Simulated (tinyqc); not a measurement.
Worked calculation: Landau levels of massive Dirac electrons in two valleys. Values are carried at full precision from step to step, so a last printed digit may differ when a step is redone from the rounded ones.

In a field B along z: l = 1/sqrt((e/hbar) B) is the magnetic length, n_B = B/(h/e) the number of states per area in one level, hbar wc = 2 muB B/m for mass m in m0; 1/angstrom^2 = 1e16/cm^2.

Constants: e/hbar = 1.519267448e-05 1/(T angstrom^2); h/e = 413566.7697 T angstrom^2; muB = 5.788381798e-05 eV/T; e^2/h = 3.874045865e-05 S.

Parameters, chosen for this exercise (near those of a MoS2 monolayer; the results hold for these values, not for the real material): B = 9.9 T (magnetic field); n = 2.6 x 1e11/cm^2 (electron sheet density); hv = 3.7 eV angstrom (hbar v); D = 1.87 eV (gap).

## Scales set by the field

Give l, n_B and the filling factor nu = n/n_B.

l = 81.54 angstrom
n_B = 2.3938 x 1e11/cm^2
nu = 1.086

## The lowest levels

H = hv (tau kx sx + ky sy) + (D/2) sz. Conduction levels E_N = sqrt(D^2/4 + 2N hv^2/l^2) - D/2 from the band edge; N = 1, 2, ... occur in both valleys, N = 0 in one valley only (its partner in the other valley lies at the valence edge). Each state is twofold in spin; spin splittings are left out, although in real dichalcogenides the spin-orbit splitting exceeds the level spacing and changes the filling sequence.

List the eight lowest, in meV, with the gap to the next.

Levels:

| label | E (meV) | gap above (meV) |
|---|---|---|
| 0 | 0.000 | 2.200 |
| 1 | 2.200 | 2.194 |
| 2 | 4.394 | 2.189 |
| 3 | 6.583 | 2.184 |
| 4 | 8.768 | 2.179 |
| 5 | 10.947 | 2.174 |
| 6 | 13.121 | 2.169 |
| 7 | 15.291 | 2.164 |

The largest of these gaps, 2.20 meV, first occurs above level 0 and is kB T at 26 K.

## Where EF lies

Level 0 takes 2 n_B electrons and each higher level 4 n_B. At zero temperature and without broadening EF sits in the partly filled level.

Fill the listed levels in order up to nu; give the partly filled level, its energy and its filled share.

level: 0

EF = 0.000 meV
filled share = 0.543

## Fields of the Hall plateaus

A plateau is centred where nu = n/n_B equals 2, 6, 10, 14, 18, 22; there rho_xy = h/(nu e^2).

Plateaus:

| nu | B (T) | 1/B (1/T) | rho_xy (kohm) |
|---|---|---|---|
| 2 | 5.376 | 0.1860 | 12.9064 |
| 6 | 1.792 | 0.5580 | 4.3021 |
| 10 | 1.075 | 0.9300 | 2.5813 |
| 14 | 0.768 | 1.3020 | 1.8438 |
| 18 | 0.597 | 1.6740 | 1.4340 |
| 22 | 0.489 | 2.0460 | 1.1733 |

## Checks

- Level 2 from the matrix in 40 oscillator states against the formula, meV: both 4.394.

Computed by tinyqc, a small Python program: `OMP_NUM_THREADS=1 python tinyqc.py 1280688 1280689 out.jsonl` (the numbers bound the seed that draws the inputs); one thread of a shared host (Intel(R) Xeon(R) Processor @ 2.30GHz), about 0.01 s for the whole set of steps.
